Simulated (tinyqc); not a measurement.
What each parameter does: six-band hole subbands of a thin body in a field.

Basis X, Y, Z times spin, hole energies counted downwards from the unstrained edge (the hydrostatic shift is left out), c = hbar^2/2m0. For a symmetric tensor T let C(T) have C_XX = L Txx + M (Tyy + Tzz), C_XY = N Txy (cyclic), L = c (g1 + 4 g2), M = c (g1 - 2 g2), N = 6 c g3. k = q + kz n, n the unit normal, q = k1 u + k2 v with u along the channel [1-10] and v = n x u. H = C(k k^T) + (Dso/3)(1 - L.sigma) - B + e F z with (L_k)_ij = -i epsilon_kij; B is the block C built from the traceless strain with 2b, -b and sqrt(3) d in place of L, M, N. Strain: exx = eyy = (s11 + s12) sx/2, ezz = s12 sx, exy = -s44 sx/4. Hard walls at z = 0 and t; basis sin(j pi z/t), j = 1 to Nz: kz^2 = (j pi/t)^2, kz = -i D with D_jl = 4 j l/(t (j^2 - l^2)), z_jj = t/2 and z_jl = -8 t j l/(pi (j^2 - l^2))^2 for j + l odd; 1 MV/cm = 0.01 eV/angstrom.

Nz = 14. E1 is the top subband at q = 0, gap the distance to the next pair, and the masses are c q^2/(E(q) - E1) at |q| = 0.02 1/angstrom (mean of the spin pair) along the channel [1-10] and across it in the plane; a dash marks a band that does not rise.

Constants: hbar^2/2m0 = 3.80998211 eV angstrom^2.

Values chosen for the exercise (near those of a p-type Si channel; not measured data):
```
symbol  value                 unit      meaning
g1      4.28                            Luttinger gamma1
g2      0.34                            gamma2
g3      1.45                            gamma3
Dso     0.044                 eV        spin-orbit splitting
b       -2.13                 eV        tetragonal potential
d       -4.85                 eV        trigonal potential
S       (7.65, -2.18, 12.73)  1/TPa     compliances s11, s12, s44
face    111                             surface
t       70                    angstrom  body thickness
F       0.5                   MV/cm     field across the body
sx      -0.5                  GPa       stress along the channel [1-10], negative in compression
```

Six bands.

One parameter was then changed.

Results before and after:
```
case     E1 (meV)  gap (meV)  m channel (m0)  m across (m0)
base        108.4       38.7           0.167          0.633
changed     110.5       36.1           0.173          0.586
```

Which of these changes was made? (a) d = -3.88 eV; (b) sx = -1 GPa; (c) g2 = 0.39; (d) t = 80 angstrom; (e) F = 0.8 MV/cm; (f) g3 = 1.35; (g) Dso = 0.066 eV.

Answer: (a) d = -3.88 eV. Of the candidates, run in turn, only this one gives the changed row.

All candidates:
```
case             E1 (meV)  gap (meV)  m channel (m0)  m across (m0)
base                108.4       38.7           0.167          0.633
t = 80 angstrom     108.4       38.6           0.167          0.632
F = 0.8 MV/cm       152.2       39.2           0.170          0.639
sx = -1 GPa          92.3       62.2           0.145          0.924
g3 = 1.35           113.8       38.4           0.161          0.482
g2 = 0.39           108.4       38.7           0.164          0.598
Dso = 0.066 eV      109.9       46.8           0.176          0.478
d = -3.88 eV        110.5       36.1           0.173          0.586
```

Run: tinyqc, `OMP_NUM_THREADS=1 python tinyqc.py 1250132 1250133 out.jsonl`; Intel(R) Xeon(R) Processor @ 2.30GHz, one thread, shared host; about 0.5 s of CPU time with all checks.
